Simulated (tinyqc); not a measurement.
Hexagonal on-chip spiral inductor, lumped pi model: one step of the calculation.

Outer diameter do = di + 2 n wd + 2 (n - 1) sp, mean da = (do + di)/2, fill p = (do - di)/(do + di), length l = 3.464 n da. L = 2.33 mu0 n^2 da/(1 + 3.82 p), mu0 = 4 pi 1e-7 H/m. Rs = rho l/(wd delta (1 - exp(-th/delta))), delta = sqrt(rho/(pi f mu0)). Cs = n wd^2 eps0 eo/hu across the coil. At each end Cox = l wd eps0 eo/(2 ho) leads to the substrate branch Rsi = 2 rs he/(l wd) in parallel with Csi = l wd eps0 11.7/(2 he). With one end grounded Y = 1/(Rs + i w L) + i w Cs + 1/[1/(i w Cox) + 1/(1/Rsi + i w Csi)], w = 2 pi f; Q = -Im Y/Re Y. Eddy currents in neighbouring turns and in the substrate are left out.

Problem. Geometry and model elements. do, l, L, delta, Rs, Cs, Cox, Rsi and Csi as defined.

Inputs (values chosen for the exercise); values of the order met in silicon radio-frequency processes:
- n = 5.5 (number of turns)
- wd = 15 um (line width)
- sp = 3 um (space between turns)
- di = 100 um (inner diameter)
- th = 2 um (metal thickness)
- rho = 2.2 uohm cm (metal resistivity)
- ho = 3.6 um (oxide below the coil)
- hu = 1.4 um (oxide between coil and underpass)
- eo = 3 (relative permittivity of the oxide)
- rs = 1000 ohm cm (substrate resistivity)
- he = 80 um (effective spreading depth in the substrate)
- f = 8.4 GHz (frequency)

Constants: eps0 = 8.8541878128e-12 F/m. Results are converted to the units shown.

Wanted: do; l; L; delta; Rs; Cs; Cox; Rsi; Csi.

Solution.

do = 292.0 um
l = 3734 um
L = 6.047 nH
delta = 0.8145 um
Rs = 7.355 ohm
Cs = 23.48 fF
Cox = 206.6 fF
Rsi = 2.856e4 ohm
Csi = 36.27 fF

Computed by the program tinyqc: `OMP_NUM_THREADS=1 python tinyqc.py 2302177 2302178 out.jsonl`, one thread of a shared Intel Xeon 2.30GHz, about 0.01 s for the whole run.
